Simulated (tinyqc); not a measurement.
What moves the results: special k points of the fcc lattice. A value that a table varies takes the place of the one given here.

Lattice vectors in units of a: a1 = (0, 1/2, 1/2), a2 = (1/2, 0, 1/2), a3 = (1/2, 1/2, 0); reciprocal vectors b_i with a_i . b_j = 2 pi delta_ij. Mesh: k = sum_i f_i b_i with f_i = (2 j_i + shift)/(2 N), j_i = 0 .. N-1. The point group of the lattice has 48 operations; only those that map the mesh onto itself are used.

A_m(k) = sum over the m-th star of lattice vectors R of cos(k . R), stars in order of length: m = 1: |R|^2 = 0.5, 12 vectors, such as (1, 0, 0) in the basis a_i; m = 2: |R|^2 = 1, 6 vectors, such as (1, 1, -1) in the basis a_i; m = 3: |R|^2 = 1.5, 24 vectors, such as (2, 0, -1) in the basis a_i; m = 4: |R|^2 = 2, 12 vectors, such as (2, 0, 0) in the basis a_i; m = 5: |R|^2 = 2.5, 24 vectors, such as (2, 1, -1) in the basis a_i; m = 6: |R|^2 = 3, 8 vectors, such as (3, -1, -1) in the basis a_i. The zone mean of every A_m is zero.

Test function, the lower band of a two-band insulator: E(k) = -sqrt(D^2 + (e0 - t A_1(k))^2).

Inputs chosen for the exercise (the lattice of Si, GaAs, Cu and Al; shifted at random, so the results belong to these values and not to a real crystal): D = 1.85 eV (half gap term); t = 0.26 eV (coupling); e0 = 1.67 eV (offset); N = 4 (points along each reciprocal vector); shift = 0 (half steps).

## Mesh size and shift

Errors of the mean of E against the unshifted mesh with N = 24. The fifth column is |R|^2 of the shortest star with a non-zero mean.

Meshes:
```
mesh       points  irreducible  operations  |R|^2 missed  error (meV)
1 Gamma         1            1          48          0.50      261.842
1 shifted       1            1          12          1.00      120.106
2 Gamma         8            3          48          2.00     -158.045
2 shifted       8            2          12          4.00       -1.050
3 Gamma        27            4          48          4.50       -1.253
3 shifted      27            6          12          9.00       -0.179
4 Gamma        64            8          48          8.00        1.224
4 shifted      64           10          12         16.00        0.037
5 Gamma       125           10          48         12.50       -0.120
5 shifted     125           19          12           >16       -0.005
6 Gamma       216           16          48           >16       -0.022
6 shifted     216           28          12           >16        0.001
```

reference mean = -2.61237 eV

The shifted mesh has the smaller error for 6 of 6 values of N and the larger for 0. The cheapest mesh within 1 meV is 3 shifted, with 6 irreducible points. A mesh misses the lattice vectors N (n1 a1 + n2 a2 + ...); the half shift gives each the sign (-1)^(n1 + n2 + ...), so the 12 shortest ones add up to 0 in place of 12: they cancel. The shift lowers the symmetry; it leaves more irreducible points for N = 3, 4, 5 and 6; it leaves fewer irreducible points for N = 2.

## Gap and mesh density

D takes the values listed; errors against the unshifted mesh with N = 30, for unshifted meshes.

Errors (meV):
```
D (eV)  reference (eV)     N = 2   N = 4   N = 6  N = 8
0.2            -1.7653  -277.601  24.695  -5.966  2.210
0.4            -1.8116  -262.278  16.932  -3.092  0.724
0.8            -1.9647  -227.794   7.788  -0.752  0.070
1.5            -2.3675  -177.230   2.157  -0.067  0.001
2.5            -3.1166  -130.526   0.496  -0.004  0.000
4.0            -4.4196   -91.385   0.113   0.000  0.000
```

The first listed N from which the error stays below 0.5 meV is none for D = 0.2, none for D = 0.4, 8 for D = 0.8, 6 for D = 1.5, 4 for D = 2.5, 4 for D = 4 eV. A larger D makes the function smoother, so its Fourier coefficients fall faster with |R|.

## One point for the whole zone

The mean-value (Baldereschi) point is taken at k = (2 pi/a) (0.6223, 0.2953, 0), that is f = (0.1477, 0.3111, 0.4588); the reference is the mesh with N = 24.

Single points:
```
point                     A_1     A_2     A_3     A_4   E (eV)
Gamma                  12.000   6.000  24.000  12.000  -2.3505
mean-value point        0.000   0.000  -4.405  -3.192  -2.4922
zone-face centre b1/2   0.000  -6.000   0.000  12.000  -2.4923
```

reference mean = -2.6124 eV

The mean-value point makes A_1 and A_2 vanish. Its error is +120 meV, against +262 meV at Gamma and +120 meV at b1/2. E is not linear in A_1; its powers hold sums of nearest vectors and a non-zero mean, so this point is not exact. A_1 has the same value at b1/2, and E depends on A_1 alone, so this test cannot tell the two points apart.

## What moves the zone average

Mean of E over the mesh, and its error against the unshifted mesh with N = 24. Each row changes one parameter from the base and keeps the others.

Results:
```
case          mean (eV)  error (meV)  irreducible points
base            -2.6112         1.22                   8
N = 5           -2.6125        -0.12                  10
shift = 1       -2.6123         0.04                  10
D = 1.295 eV    -2.2326         3.09                   8
t = 0.338 eV    -2.7004         1.99                   8
```

The largest shifts from the base row, up to three for each result and ties (the steps differ in size, so this ranks the rows, not the parameters). mean (eV): D +0.3785, t -0.0893, N -0.0013. error (meV): D +1.86, N -1.34, shift -1.19. irreducible points: N +2, shift +2; unchanged at the printed digits by D and t.

Computed by tinyqc, a small Python program: `OMP_NUM_THREADS=1 python tinyqc.py 1680482 1680483 out.jsonl` (the numbers bound the seed that draws the inputs); one thread of a shared host (Intel(R) Xeon(R) Processor @ 2.30GHz), about 0.1 s for the whole set of steps.
